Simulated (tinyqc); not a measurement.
# On-chip power grid, static voltage drop by conjugate gradients, step by step

tinyqc, about 0.08 s, one thread, Intel Xeon 2.30GHz (shared host): `OMP_NUM_THREADS=1 python tinyqc.py 2770134 2770135 out.jsonl` Printed values are rounded.

A grid of 4 rows and 4 columns, node k = 4 row + column. Neighbours in a row are joined by Rx, in a column by Ry; pad nodes, which reach the supply through Rp: 0, 12. Each node draws I0, node 5 draws kh I0. The drops u = Vdd - V solve G u = i, with G the conductance matrix (1/Rp added on the diagonal at pad nodes).

Values chosen for this exercise: supply voltage Vdd = 0.75 V; resistance of a horizontal segment Rx = 0.3 ohm; resistance of a vertical segment Ry = 1.1 ohm; resistance from a pad node to the supply Rp = 0.47 ohm; load current of an ordinary node I0 = 2.8 mA; factor on the load at the hot node kh = 3.

## Diagonal of G, loads and first direction

G_kk = sum of the conductances at node k. Start u = 0, so the residual is r = i; p = r.

G_kk (S):

|  | col 0 | col 1 | col 2 | col 3 |
|---|---|---|---|---|
| row 0 | 6.37008 | 7.57576 | 7.57576 | 4.24242 |
| row 1 | 5.15152 | 8.48485 | 8.48485 | 5.15152 |
| row 2 | 5.15152 | 8.48485 | 8.48485 | 5.15152 |
| row 3 | 6.37008 | 7.57576 | 7.57576 | 4.24242 |

r at the start (mA):

|  | col 0 | col 1 | col 2 | col 3 |
|---|---|---|---|---|
| row 0 | 2.8 | 2.8 | 2.8 | 2.8 |
| row 1 | 2.8 | 8.4 | 2.8 | 2.8 |
| row 2 | 2.8 | 2.8 | 2.8 | 2.8 |
| row 3 | 2.8 | 2.8 | 2.8 | 2.8 |

p at the start (mA):

|  | col 0 | col 1 | col 2 | col 3 |
|---|---|---|---|---|
| row 0 | 2.8 | 2.8 | 2.8 | 2.8 |
| row 1 | 2.8 | 8.4 | 2.8 | 2.8 |
| row 2 | 2.8 | 2.8 | 2.8 | 2.8 |
| row 3 | 2.8 | 2.8 | 2.8 | 2.8 |

## Iteration 1: conjugate-gradient step

u at the start (mV):

|  | col 0 | col 1 | col 2 | col 3 |
|---|---|---|---|---|
| row 0 | 0 | 0 | 0 | 0 |
| row 1 | 0 | 0 | 0 | 0 |
| row 2 | 0 | 0 | 0 | 0 |
| row 3 | 0 | 0 | 0 | 0 |

q = G p; a = (r.r)/(p.q); u(new) = u + a p; r(new) = r - a q; b = (r.r)(new)/(r.r); p(new) = r(new) + b p.

q (mA S):

|  | col 0 | col 1 | col 2 | col 3 |
|---|---|---|---|---|
| row 0 | 5.9574 | -5.0909 | 0.0000 | 0.0000 |
| row 1 | -18.6667 | 47.5152 | -18.6667 | 0.0000 |
| row 2 | 0.0000 | -5.0909 | 0.0000 | 0.0000 |
| row 3 | 5.9574 | 0.0000 | 0.0000 | 0.0000 |

a = 0.628359 ohm

u after iteration 1 (mV):

|  | col 0 | col 1 | col 2 | col 3 |
|---|---|---|---|---|
| row 0 | 1.75941 | 1.75941 | 1.75941 | 1.75941 |
| row 1 | 1.75941 | 5.27822 | 1.75941 | 1.75941 |
| row 2 | 1.75941 | 1.75941 | 1.75941 | 1.75941 |
| row 3 | 1.75941 | 1.75941 | 1.75941 | 1.75941 |

r after iteration 1 (mA):

|  | col 0 | col 1 | col 2 | col 3 |
|---|---|---|---|---|
| row 0 | -0.9434 | 5.9989 | 2.8000 | 2.8000 |
| row 1 | 14.5294 | -21.4566 | 14.5294 | 2.8000 |
| row 2 | 2.8000 | 5.9989 | 2.8000 | 2.8000 |
| row 3 | -0.9434 | 2.8000 | 2.8000 | 2.8000 |

b = 5.45761

p after iteration 1 (mA):

|  | col 0 | col 1 | col 2 | col 3 |
|---|---|---|---|---|
| row 0 | 14.3379 | 21.2802 | 18.0813 | 18.0813 |
| row 1 | 29.8107 | 24.3874 | 29.8107 | 18.0813 |
| row 2 | 18.0813 | 21.2802 | 18.0813 | 18.0813 |
| row 3 | 14.3379 | 18.0813 | 18.0813 | 18.0813 |

## Iteration 2: conjugate-gradient step

As before.

q (mA S):

|  | col 0 | col 1 | col 2 | col 3 |
|---|---|---|---|---|
| row 0 | -6.7011 | 30.9795 | -21.3261 | 0.0000 |
| row 1 | 42.8070 | -30.5062 | 78.5018 | -39.0979 |
| row 2 | -17.9230 | 21.4096 | -21.3261 | 0.0000 |
| row 3 | 14.6250 | 9.5699 | 0.0000 | 0.0000 |

a = 0.415480 ohm

u after iteration 2 (mV):

|  | col 0 | col 1 | col 2 | col 3 |
|---|---|---|---|---|
| row 0 | 7.7165 | 10.6009 | 9.2718 | 9.2718 |
| row 1 | 14.1451 | 15.4107 | 14.1451 | 9.2718 |
| row 2 | 9.2718 | 10.6009 | 9.2718 | 9.2718 |
| row 3 | 7.7165 | 9.2718 | 9.2718 | 9.2718 |

r after iteration 2 (mA):

|  | col 0 | col 1 | col 2 | col 3 |
|---|---|---|---|---|
| row 0 | 1.8408 | -6.8724 | 11.6606 | 2.8000 |
| row 1 | -3.2561 | -8.7819 | -18.0865 | 19.0444 |
| row 2 | 10.2467 | -2.8963 | 11.6606 | 2.8000 |
| row 3 | -7.0198 | -1.1761 | 2.8000 | 2.8000 |

b = 1.26155

p after iteration 2 (mA):

|  | col 0 | col 1 | col 2 | col 3 |
|---|---|---|---|---|
| row 0 | 19.9288 | 19.9737 | 34.4711 | 25.6105 |
| row 1 | 34.3517 | 21.9841 | 19.5213 | 41.8549 |
| row 2 | 33.0572 | 23.9498 | 34.4711 | 25.6105 |
| row 3 | 11.0682 | 21.6344 | 25.6105 | 25.6105 |

## Iteration 3: conjugate-gradient step

As before.

q (mA S):

|  | col 0 | col 1 | col 2 | col 3 |
|---|---|---|---|---|
| row 0 | 29.140 | -50.003 | 91.451 | -44.303 |
| row 1 | 55.514 | -32.976 | -109.837 | 103.981 |
| row 2 | 49.171 | -61.537 | 86.252 | -44.303 |
| row 3 | -31.661 | 19.862 | 5.199 | 0.000 |

a = 0.180118 ohm

u after iteration 3 (mV):

|  | col 0 | col 1 | col 2 | col 3 |
|---|---|---|---|---|
| row 0 | 11.3061 | 14.1985 | 15.4807 | 13.8848 |
| row 1 | 20.3325 | 19.3704 | 17.6613 | 16.8107 |
| row 2 | 15.2260 | 14.9147 | 15.4807 | 13.8848 |
| row 3 | 9.7101 | 13.1686 | 13.8848 | 13.8848 |

r after iteration 3 (mA):

|  | col 0 | col 1 | col 2 | col 3 |
|---|---|---|---|---|
| row 0 | -3.4079 | 2.1339 | -4.8114 | 10.7798 |
| row 1 | -13.2552 | -2.8424 | 1.6971 | 0.3155 |
| row 2 | 1.3900 | 8.1876 | -3.8750 | 10.7798 |
| row 3 | -1.3170 | -4.7536 | 1.8636 | 2.8000 |

b = 0.446247

p after iteration 3 (mA):

|  | col 0 | col 1 | col 2 | col 3 |
|---|---|---|---|---|
| row 0 | 5.4852 | 11.0471 | 10.5713 | 22.2084 |
| row 1 | 2.0742 | 6.9679 | 10.4084 | 18.9932 |
| row 2 | 16.1417 | 18.8751 | 11.5076 | 22.2084 |
| row 3 | 3.6221 | 4.9007 | 13.2923 | 14.2286 |

## Course of the conjugate-gradient iteration

Stop when |r| is below 1e-9 mA.

Course of the iteration:

| iteration | largest u (mV) | \|r\| (mA) |
|---|---|---|
| 1 | 5.27822 | 32.0 |
| 2 | 15.4107 | 36.0 |
| 3 | 20.3325 | 24.0 |
| 4 | 21.0698 | 17.1 |
| 5 | 21.7965 | 7.41 |
| 6 | 21.9830 | 3.81 |
| 7 | 22.1525 | 2.54 |
| 8 | 22.2020 | 1.60 |
| 9 | 22.1790 | 1.05 |
| 10 | 22.0567 | 0.836 |
| 11 | 21.9702 | 0.473 |
| 12 | 21.9759 | 0.203 |
| 13 | 21.9991 | 0.0881 |
| 14 | 22.0050 | 0.0293 |
| 15 | 22.0048 | 3.66e-3 |
| 16 | 22.0047 | < 1e-11 |

Converged in 16 iterations for 16 unknowns; in exact arithmetic the method needs at most 16. The condition number of the matrix is 88.7. Gauss-Seidel sweeps in node order need 467 to reach the same residual.

## Worst drop, pad currents and power lost

converged u (mV):

|  | col 0 | col 1 | col 2 | col 3 |
|---|---|---|---|---|
| row 0 | 12.0219 | 16.7447 | 19.4101 | 20.6261 |
| row 1 | 19.7617 | 21.2081 | 21.6447 | 22.0047 |
| row 2 | 19.1177 | 20.1344 | 21.0802 | 21.6233 |
| row 3 | 11.6661 | 16.2402 | 18.9124 | 20.1533 |

Pad current u/Rp; worst drop as a share of Vdd; power lost in the grid and pads sum_k i_k u_k; power delivered sum_k i_k (Vdd - u_k).

worst drop = 22.0047 mV
share of Vdd = 2.93396 %
pad currents (mA): node 0 25.5786, node 12 24.8214
power lost = 0.965344 mW
power delivered = 36.8347 mW

The pad currents add up to the total load, 50.40 mA. The worst drop is at node 7, not at the hot node.
